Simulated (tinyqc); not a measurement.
Worked calculation: time-dependent dielectric breakdown: cell percolation, Weibull statistics, area scaling and voltage extrapolation. Computed by tinyqc, a small Python program that keeps every step. Command: `OMP_NUM_THREADS=1 python tinyqc.py 3029996 3029997 out.jsonl tddb walk`. One thread of a shared host (Intel(R) Xeon(R) Processor @ 2.30GHz), about 0.01 s of CPU time with the checks. Intermediate numbers are printed to about 7 digits and carried at full precision; extremes and crossings named in words are read from the listed rows.

The oxide is divided into columns of area a^2, each holding m = t_ox/a cells (m is taken as continuous). A share lambda(t) = (t/t_1)^alpha of the cells is defective, and a column whose cells are all defective breaks down.

Inputs (values chosen for the exercise, for a model gate oxide):

| quantity | value | unit |
|---|---|---|
| oxide thickness t_ox | 2.6 | nm |
| defect cell size a | 1.2 | nm |
| exponent alpha of defect growth | 0.73 | - |
| time t_1 at which the occupied share would reach 1 | 2.4e+08 | s |
| test area A | 8 | um^2 |
| product area A_u | 300000 | um^2 |
| stress voltage V | 3.85 | V |
| use voltage V_u | 2.7 | V |
| local exponent n = -d ln t/d ln V at the stress voltage | 27 | - |
| activation energy E_a | 0.57 | eV |
| stress temperature T | 125 | C |
| use temperature T_u | 55 | C |
| allowed failure fraction F | 0.01 | - |

Voltage law used: 1/E.

Constants: k_B = 8.617333262e-05 eV/K.

## Weibull parameters from the cell model

Failure fraction F = 1 - (1 - lambda^m)^N with N = A/a^2 columns, which for small lambda^m is 1 - exp(-(t/t63)^beta) with beta = alpha m and t63 = t_1 N^(-1/beta); critical share lambda(t63) = N^(-1/m). 1 um^2 = 1e6 nm^2.

cells per column m = 2.166667

columns N = 5555556

Weibull slope beta = 1.581667

characteristic life t63 = 13058.54 s

critical share of defective cells = 7.709902e-04

Times between F = 10 % and 90 % span a factor 7.03: the smaller beta = alpha m, the wider the scatter. Caution: t_1 is an input here; in a real oxide it changes with thickness at fixed voltage.

## A sample of breakdown times

uniform random numbers u: 0.0731  0.4734  0.3795  0.4510  0.2560  0.8202  0.6839  0.1737  0.6859  0.8115  0.3519  0.4548

Each device fails at t = t63 (-ln(1 - u))^(1/beta). Sort the times; median rank F_i = (i - 0.3)/(n_s + 0.4) for n_s devices; W = ln(-ln(1 - F_i)).

Weibull plot:

| i | t (s) | F_i | ln t | W |
|---|---|---|---|---|
| 1 | 2558.40 | 0.0564516 | 7.847137 | -2.845458 |
| 2 | 4581.85 | 0.1370968 | 8.429857 | -1.914248 |
| 3 | 6044.45 | 0.2177419 | 8.706895 | -1.404171 |
| 4 | 7700.45 | 0.2983871 | 8.949034 | -1.037404 |
| 5 | 8180.35 | 0.3790323 | 9.009490 | -0.741338 |
| 6 | 9450.94 | 0.4596774 | 9.153869 | -0.485176 |
| 7 | 9520.00 | 0.5403226 | 9.161150 | -0.252019 |
| 8 | 9860.89 | 0.6209677 | 9.196332 | -0.030321 |
| 9 | 14278.26 | 0.7016129 | 9.566493 | 0.190094 |
| 10 | 14327.96 | 0.7822581 | 9.569968 | 0.421630 |
| 11 | 18050.32 | 0.8629032 | 9.800919 | 0.686660 |
| 12 | 18371.83 | 0.9435484 | 9.818574 | 1.055834 |

## Fitting the sample

W = ln(-ln(1 - F_i)) with the median ranks F_i. Least squares in W: W = beta ln t - beta ln t63. Maximum likelihood: solve sum t^b ln t/sum t^b - 1/b = mean of ln t for b, then t63 = (mean of t^b)^(1/b).

slope by least squares = 1.939550

t63 by least squares = 11776.88 s

slope by maximum likelihood = 2.269110

t63 by maximum likelihood = 11587.53 s

The true values are beta = 1.582 and t63 = 13100 s. With 12 devices the standard error of the maximum-likelihood slope is about 0.78 beta/sqrt(n_s) = 0.36; the fits miss by +0.36 and +0.69, and t63 by -10 and -11 %.

## Projection to use conditions

All three voltage laws share the slope n at the stress voltage. Factor t(V_u)/t(V): E law exp(n (1 - V_u/V)); 1/E law exp(n (V/V_u - 1)); power law (V/V_u)^n. Temperatures in kelvin are T(C) + 273.15. Temperature factor exp[(E_a/k_B)(1/T_u - 1/T)]; area factor (A/A_u)^(1/beta); percentile factor (-ln(1 - F))^(1/beta); life = t63 x all four; 1 year = 3.15576e7 s.

voltage factor = 98715.77

temperature factor = 34.60144

area factor = 0.001282608

percentile factor = 0.05456193

projected life = 0.09891339 years

Area and percentile together cost 4.2 decades, voltage and temperature return 6.5; a ten-year target is missed.

## Three voltage laws

Life = t63 x voltage, temperature, area and percentile factors, the last three as above.

Log10 of the life in years:

| V_u/V | V_u (V) | E law | 1/E law | power law |
|---|---|---|---|---|
| 1.00 | 3.8500 | -5.999131 | -5.99913 | -5.999131 |
| 0.95 | 3.6575 | -5.412834 | -5.38198 | -5.397669 |
| 0.90 | 3.4650 | -4.826536 | -4.69625 | -4.763679 |
| 0.80 | 3.0800 | -3.653941 | -3.06764 | -3.382561 |
| 0.70 | 2.6950 | -2.481346 | -0.97372 | -1.816779 |
| 0.60 | 2.3100 | -1.308751 | 1.81817 | -0.009215 |
| 0.50 | 1.9250 | -0.136156 | 5.72682 | 2.128678 |
| 0.40 | 1.5400 | 1.036439 | 11.58980 | 4.745249 |

At V_u/V = 0.9 the laws differ by 0.13 decades at most, and at 0.5 by 5.9. The E law is the most cautious and the 1/E law the most hopeful. Ten years are reached at V_u/V = 0.403 (E), 0.626 (1/E), 0.551 (power). Caution: the rows at low voltage extrapolate over many decades and cannot be tested.

Checks made by the program: Weibull form against the exact column count at t63 (relative difference 5e-08).
